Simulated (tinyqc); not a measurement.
Changing the channel mass m: charge control and current of a heterostructure field-effect transistor. Computed by tinyqc, a small Python program. Command: `OMP_NUM_THREADS=1 python tinyqc.py 3017637 3017638 out.jsonl hemt sweep`. One thread of a shared host (Intel(R) Xeon(R) Processor @ 2.30GHz), about 0.01 s of CPU time with the checks.

Two subbands in a triangular well; E_F is counted from the conduction band edge of the channel at the interface.

Inputs (values chosen for the exercise, modelled on AlGaAs/GaAs): permittivity eps (barrier and channel) = 12.8; barrier thickness d = 28 nm; Schottky barrier phi_B = 0.94 eV; conduction band offset dE_c = 0.19 eV; delta-doping density N_d = 3e+12 1/cm^2; gate voltage V_G = 0.22 V; temperature T = 300 K; mixing = 0.3; iteration cap = 200; spacer between delta layer and channel = 3.4 nm.

Charge source: delta doping. Velocity law: two-piece.

Constants: e = 1.602176634e-19 C; eps_0 = 8.8541878128e-12 F/m; k_B = 8.617333262e-05 eV/K; hbar = 1.054571817e-34 J s; m_0 = 9.1093837015e-31 kg; k_B = 1.380649e-23 J/K.

Method:
- Threshold V_T = phi_B - dE_c - e N_d (d - spacer)/(eps eps_0) (in volts); C_b = eps eps_0/d.
- Charge control: n_s = C_b (V_G - V_T - E_F/e)/e. Well: mean field F = e n_s/(2 eps eps_0), E_i = (hbar^2/2m)^(1/3) [(3 pi e F/2)(i + 3/4)]^(2/3), i = 0, 1; n_s = D k_B T sum_i ln(1 + exp((E_F - E_i)/k_B T)), D = m/(pi hbar^2), which is solved in closed form for E_F.
- Iteration from n_s = C_b (V_G - V_T)/(2e): E_F from n_s, n_out from the charge control, n_new = n_s + mixing (n_out - n_s), kept above n_s/10; stop when |n_out/n_s - 1| < 1e-9.
- C_g = e dn_s/dV_G = 1/(1/C_b + 1/C_q), 1/C_q = d(E_F/e)/d(e n_s) by a central difference of +/- 0.1 % in n_s; added distance dd = eps eps_0/C_q.

One run for each value; columns: (1) channel mass m (m_0); (2) gate capacitance C_g (microfarad/cm^2); (3) added distance dd (nm); (4) sheet density n_s (1/cm^2); (5) share in the second subband (%):
```
(1)       (2)    (3)        (4)    (5)
0.020  0.2812  12.31  8.549e+11  21.18
0.032  0.3023   9.50  9.396e+11  18.24
0.050  0.3186   7.57  1.012e+12  16.87
0.079  0.3318   6.16  1.078e+12  16.73
0.130  0.3427   5.07  1.143e+12  17.64
0.200  0.3500   4.38  1.194e+12  19.05
0.320  0.3563   3.81  1.246e+12  21.04
0.500  0.3611   3.38  1.293e+12  23.20
```

Describe and explain the trends.

Over the rows, gate capacitance C_g (microfarad/cm^2) rises from 0.281 to 0.361 (exponent d ln y / d ln x 0.15 between the first rows and 0.030 between the last); added distance dd (nm) falls from 12.3 to 3.38 (exponent d ln y / d ln x -0.55 between the first rows and -0.27 between the last); sheet density n_s (1/cm^2) rises from 8.55e11 to 1.29e12 (exponent d ln y / d ln x 0.20 between the first rows and 0.082 between the last). A light mass lowers the density of states and raises E_0, so more of the gate voltage goes into E_F.

Caution (rows 0.0200): E_F lies above the conduction band minimum of the barrier, so electrons would spill into the barrier.

Extremes, crossings and ranges named in words are read from the listed rows.
